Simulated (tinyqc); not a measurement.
Yield over energy: physical sputtering: collision-cascade yield, angular dependence, faceting and resputtering in deposition. Computed by tinyqc, a small Python program. Command: `OMP_NUM_THREADS=1 python tinyqc.py 3012994 3012995 out.jsonl sputter walk`. One thread of a shared host (Intel(R) Xeon(R) Processor @ 2.30GHz), about 0.01 s of CPU time with the checks.

Ions start collision cascades; atoms that reach the surface with more than U leave. The target is amorphous or fine-grained.

Inputs (values chosen for the exercise, modelled on argon ions on titanium): ion Z1 = 18; ion mass M1 = 39.95 u; target Z2 = 22; target mass M2 = 47.9 u; surface binding energy U = 4.85 eV; target density N = 56.7 1/nm^3; fit factor Q = 0.54; ion energy E = 780 eV; current density J = 0.37 mA/cm^2.

Constants: e = 1.602176634e-19 C.

Method. gamma = 4 M1 M2/(M1 + M2)^2; threshold E_th = 6.7 U/gamma for M1 >= M2, else U (1 + 5.7 M1/M2)/gamma. eps = 0.03255 M2 E/(Z1 Z2 (M1 + M2) z), z = (Z1^(2/3) + Z2^(2/3))^(1/2), E in eV; s_n = 3.441 sqrt(eps) ln(eps + 2.718)/(1 + 6.355 sqrt(eps) + eps (6.882 sqrt(eps) - 1.708)); S_n = 84.78 Z1 Z2 M1 s_n/((M1 + M2) z) in eV angstrom^2; alpha = 0.249 (M2/M1)^0.56 + 0.0035 (M2/M1)^1.5 for M1 <= M2, else 0.0875 (M2/M1)^(-0.15) + 0.165 M2/M1; Y0 = 0.042 Q alpha S_n/U [1 - sqrt(E_th/E)]^2.5 (the electronic-loss factor of the full formula is dropped). Erosion rate = Y0 J/(e N); 1 cm^2 = 1e14 nm^2.

threshold E_th = 28.1372 eV

Normal incidence:
```
E (eV)         eps  S_n (eV angstrom^2)      Y0  Y0 per keV
50      5.8408e-04                287.1  0.0117      0.2348
100     1.1682e-03                385.2  0.0763      0.7626
200     2.3363e-03                508.0  0.2055      1.0275
300     3.5045e-03                591.7  0.3108      1.0361
500     5.8408e-03                709.1  0.4722      0.9444
1000    1.1682e-02                886.9  0.7344      0.7344
2000    2.3363e-02               1079.1  1.0313      0.5156
5000    5.8408e-02               1334.0  1.4385      0.2877
10000   1.1682e-01               1501.7  1.7172      0.1717
30000   3.5045e-01               1625.5  1.9707      0.0657
100000  1.1682e+00               1379.5  1.7330      0.0173
```

What does the comparison show, and why?

The yield per keV peaks at 300 eV among these rows, 11 times the threshold, the most economical range for removing atoms. Y0 varies as E^2.70 between the first rows and as E^-0.11 at the end; it peaks near 30000 eV, close to the broad maximum of nuclear stopping. Caution: the electronic-loss factor, dropped here, would lower the yields at the highest energies slightly.

Extremes, crossings and ranges named in words are read from the listed rows.
